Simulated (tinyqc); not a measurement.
Inputs raised by 10 %, one at a time: surface photovoltage measurement of the minority-carrier diffusion length in a wafer. Computed by tinyqc, a small Python program. Command: `OMP_NUM_THREADS=1 python tinyqc.py 3130289 3130290 out.jsonl spv sens`. One thread of a shared host (Intel(R) Xeon(R) Processor @ 2.30GHz), about 0.03 s of CPU time with the checks.

Low injection, steady light, a depletion layer much thinner than 1/alpha and L. The excess density dn is taken at the front edge of the neutral region; light that reaches the back is lost.

Inputs (values chosen for the exercise, modelled on p-type silicon at room temperature):
```
quantity                                              value               unit
diffusion length L                                      160         micrometre
wafer thickness W                                       525         micrometre
diffusivity D                                          33.8             cm^2/s
front recombination velocity S_f                      88000               cm/s
back recombination velocity S_b                        5800               cm/s
photon flux entering                                4.7e+13         1/(cm^2 s)
minority density at the surface barrier scale n_0   4.7e+09             1/cm^3
temperature T                                           298                  K
wavelength                                              811                 nm
relative noise of each reading                          0.2                  %
diffusion length after pair splitting over L           0.62                  -
iron factor C                                      1.08e+16  micrometre^2/cm^3
```

normal deviates g for the noise: -1.00  0.77  1.66  0.68  -0.51  0.87  -1.95

Constants: k_B = 8.617333262e-05 eV/K.

Method:
- alpha = (84.732/lambda - 76.417)^2 per cm with lambda in micrometre (an empirical fit for silicon between 0.7 and 1.05 micrometre).
- Thick wafer: dn = Phi L/((S_f + D/L)(L + 1/alpha)). Finite wafer, with s = S_b L/D, w = W/L, a = alpha L: dn = [Phi a/(a^2 - 1)] [a - B - exp(-alpha W)(a - s)/(cosh w + s sinh w)]/(S_f + B D/L), B = (sinh w + s cosh w)/(cosh w + s sinh w).
- Photovoltage V = (k_B T/e) ln(1 + dn/n_0). Lifetime = L^2/D.
- Readings y = (Phi/dn) (1 + noise x g) at 780, 830, 880, 920, 950, 975 and 995 nm; a least-squares line y = c (1/alpha + L_app) gives L_app = intercept/slope.
- Splitting iron-boron pairs in boron-doped silicon shortens L; with nothing else changing, [Fe] = C (1/L_after^2 - 1/L^2). It is evaluated with the true lengths and with the apparent ones (without noise), which differ when the wafer is not thick against L.

Runs; columns: (1) input moved; (2) from; (3) to; (4) dn, finite wafer (1/cm^3); (5) apparent length L_app (micrometre); (6) photovoltage V (mV); (7) [Fe] from the apparent lengths (1/cm^3):
```
(1)                                          (2)       (3)        (4)    (5)    (6)        (7)
base run                                       -         -  4.831e+08  160.2  2.513  6.693e+11
diffusion length L (micrometre)              160       176  4.874e+08  175.4  2.534  5.502e+11
wafer thickness W (micrometre)               525     577.5  4.832e+08  160.9  2.513  6.720e+11
diffusivity D (cm^2/s)                      33.8     37.18  4.820e+08  160.3  2.507  6.696e+11
front recombination velocity S_f (cm/s)    88000     96800  4.402e+08  160.2  2.299  6.693e+11
back recombination velocity S_b (cm/s)      5800      6380  4.831e+08  160.1  2.513  6.689e+11
photon flux entering (1/(cm^2 s))        4.7e+13  5.17e+13  5.315e+08  160.2  2.751  6.693e+11
wavelength (nm)                              811     892.1  4.414e+08  160.2  2.305  6.693e+11
```

Exponents ln(y'/y) / ln(x'/x):
```
input                             dn, finite wafer  apparent length L_app  photovoltage V  [Fe] from the apparent lengths
diffusion length L                           0.092                  0.949           0.087                          -2.055
wafer thickness W                            0.001                  0.041           0.001                           0.044
diffusivity D                               -0.024                  0.006          -0.023                           0.006
front recombination velocity S_f            -0.978                  0.000          -0.933                           0.000
back recombination velocity S_b              0.000                 -0.006           0.000                          -0.006
photon flux entering                         1.000                  0.000           0.950                           0.000
wavelength                                  -0.949                  0.000          -0.906                           0.000
```

Which inputs matter most for each result?

Among the inputs moved here: dn, finite wafer answers most in size to photon flux entering (exponent +1.000), next to front recombination velocity S_f (-0.978); its exponent is below 0.0005 for back recombination velocity S_b. Its exponent -0.978 in front recombination velocity S_f: the front surface takes the carriers. Apparent length L_app answers most in size to diffusion length L (exponent +0.949), next to wafer thickness W (+0.041); its exponent is below 0.0005 for front recombination velocity S_f, photon flux entering, wavelength. Its exponent 0.000 in front recombination velocity S_f: S_f scales all readings alike. Photovoltage V answers most in size to photon flux entering (exponent +0.950), and about equally to front recombination velocity S_f (-0.933); its exponent is below 0.0005 for back recombination velocity S_b. [Fe] from the apparent lengths answers most in size to diffusion length L (exponent -2.055), next to wafer thickness W (+0.044); its exponent is below 0.0005 for front recombination velocity S_f, photon flux entering, wavelength.

Caution (rows base run, diffusion length L, wafer thickness W, diffusivity D, back recombination velocity S_b, photon flux entering): dn is not small against n_0, so V is not linear in the flux; the constant-flux reading then needs dn, not V.
